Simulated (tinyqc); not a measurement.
# Kinetics of strain relaxation and threading dislocations in mismatched semiconductor layers, step by step

A worked calculation. Computed by tinyqc, a small Python program that keeps every step. Command: `OMP_NUM_THREADS=1 python tinyqc.py 3030520 3030521 out.jsonl threading walk`. One thread of a shared host (Intel(R) Xeon(R) Processor @ 2.30GHz), about 0.01 s of CPU time with the checks. Intermediate numbers are printed to about 6 digits and carried at full precision; extremes and crossings named in words are read from the listed rows.

60-degree dislocations on {111} planes of a (001) layer, isotropic elasticity. The Schmid factor is 1/sqrt(6), and a misfit segment relieves strain with b/2.

Inputs (values chosen for the exercise, modelled on Ge on Si):

| quantity | value | unit |
|---|---|---|
| misfit f | 0.0431 | - |
| shear modulus G | 54.6 | GPa |
| Poisson ratio nu | 0.26 | - |
| Burgers vector b | 4 | angstrom |
| glide activation energy Q | 1.57 | eV |
| velocity prefactor v0 | 39000 | m/s per MPa |
| layer thickness h | 8.8 | nm |
| anneal temperature T | 571 | K |
| anneal time t | 690 | s |
| initial thread density rho_0 | 17000 | 1/cm^2 |
| multiplication constant delta | 5700 | 1/m |
| grading rate (misfit per thickness) R_f | 0.017 | 1/micrometre |
| growth temperature of the buffer T_g | 726 | K |
| growth rate R_g | 0.3 | nm/s |
| reaction radius r_A | 24 | nm |
| final thickness of a thick uniform layer H | 0.83 | micrometre |
| aspect ratio of a trench | 1.7 | - |

Sources: multiplication.

Constants: k_B = 8.617333262e-05 eV/K.

## Excess stress and glide velocity at the start

Excess resolved stress tau = (1/sqrt 6) [2 G (1 + nu)/(1 - nu)] (e - e_eq), e_eq = b (1 - nu/4) [ln(h/b) + 1]/(4 pi (1 + nu) h), the Matthews-Blakeslee strain of an uncapped layer; glide velocity v = v0 tau exp(-Q/(k_B T)), tau in MPa.

equilibrium strain e_eq = 0.0109810

excess stress tau = 2438.08 MPa

mobility v/tau = 5.41853e-10 m/s per MPa

initial velocity = 1.32108 micrometre/s

The layer carries 3.9 times its equilibrium strain. In the anneal time a thread would run 910 micrometre at this speed. Caution: at stresses above about 1 GPa the linear velocity law understates glide, as stress lowers the kink barrier. Caution: at such misfit the layer islands and relaxes during the first nanometres, so a uniform strained start is an idealisation.

## Relaxation in the anneal

Threads run in two directions, so de/dt = -(b/4) rho v, and they multiply as d rho/dt = delta rho v. With x = e - e_eq, x0 = f - e_eq (fully strained at t = 0) and v = m S x (m the mobility, S x = tau): rho = rho_0 + (4 delta/b)(x0 - x), so dx/dt = -k x (a - x), k = delta m S, a = x0 + b rho_0/(4 delta): a logistic law, x = a/[1 + (a/x0 - 1) exp(k a t)]. The half time is that at which x = x0/2.

strain left e = 0.0425732

share of the excess strain relieved = 1.64020 %

thread density = 3.01985e+06 1/cm^2

half time = 1232.88 s

The layer stays metastable: too few threads move too slowly. The misfit lines laid down are 0.38 micrometre apart.

## Anneal temperature

The formulas are those given above.

After the time t:

| T (K) | first velocity (micrometre/s) | relieved (%) | threads (1/cm^2) | half time (s) |
|---|---|---|---|---|
| 507 | 2.35342e-02 | 9.00507e-04 | 1.86486e+04 | 6.92072e+04 |
| 525 | 8.06818e-02 | 3.46760e-03 | 2.33484e+04 | 2.01871e+04 |
| 545 | 2.88305e-01 | 1.95693e-02 | 5.28272e+04 | 5.64934e+03 |
| 562 | 7.92532e-01 | 2.00018e-01 | 3.83189e+05 | 2.05510e+03 |
| 582 | 2.41454e+00 | 5.52961e+01 | 1.01252e+08 | 6.74552e+02 |
| 595 | 4.78491e+00 | 9.99928e+01 | 1.83082e+08 | 3.40389e+02 |
| 613 | 1.17587e+01 | 1.00000e+02 | 1.83095e+08 | 1.38513e+02 |
| 643 | 4.70531e+01 | 1.00000e+02 | 1.83095e+08 | 3.46148e+01 |

The half time follows exp(Q/(k_B T)), a decade for each 43 K near 582 K. Relief goes from 0.20 % at 562 K to 100.0 % at 595 K: with multiplication the onset is abrupt, after an incubation in which threads breed, and the final density is set by delta, not by rho_0. Caution: rows with more than 50 % relieved leave out blocking by crossing misfit lines, which slows real layers.

## Graded buffer

In steady grading, strain is fed at R_f R_g and relieved at (b/4) rho v. As a glide-limited estimate, the driving stress is taken as the mean stress of the strained top zone, whose depth z solves R_f z/2 = e_eq(z), with strain R_f z at the surface; tau_g = S R_f z/2 is its mean; then rho = 4 R_f R_g/(b m tau_g), m = v0 exp(-Q/(k_B T_g)), S = (1/sqrt 6) 2 G (1 + nu)/(1 - nu), e_eq(z) = b (1 - nu/4) [ln(z/b) + 1]/(4 pi (1 + nu) z).

depth z of the strained zone = 137.896 nm

stress tau_g = 88.9729 MPa

thread density of the buffer = 116397 1/cm^2

buffer thickness f/R_f = 2.53529 micrometre

Raising T_g by 50 K would lower this density by a factor 5.0: fast glide lets few threads do the work.

## Thick uniform layer and trapping in a trench

A separate case, a thick relaxed layer. Pair reactions during growth: d rho/dh = -K rho^2 with K = 2 r_A tan(psi) and threads inclined by psi = 45 degrees (the <110> lines of {111} planes), so rho = 1/(K H) for a layer that starts with far more threads than that, as highly mismatched layers do. In a trench along [110] a thread on {111} rises at 54.74 degrees across the width, and leaves through the wall below the height w tan(54.74 degrees) = sqrt(2) w; the share of threads, evenly spread over the floor, that reach the top is max(0, 1 - a/sqrt 2) for the aspect ratio a.

thread density at H = 2.51004e+09 1/cm^2

share that reaches the top = 0

The trench traps all threads that cross it; those that run along it are not trapped. Thickness alone needs 2100 micrometre for 1e6 /cm^2.

Checks made by the program: strain against numerical integration (relative difference below 1e-10).
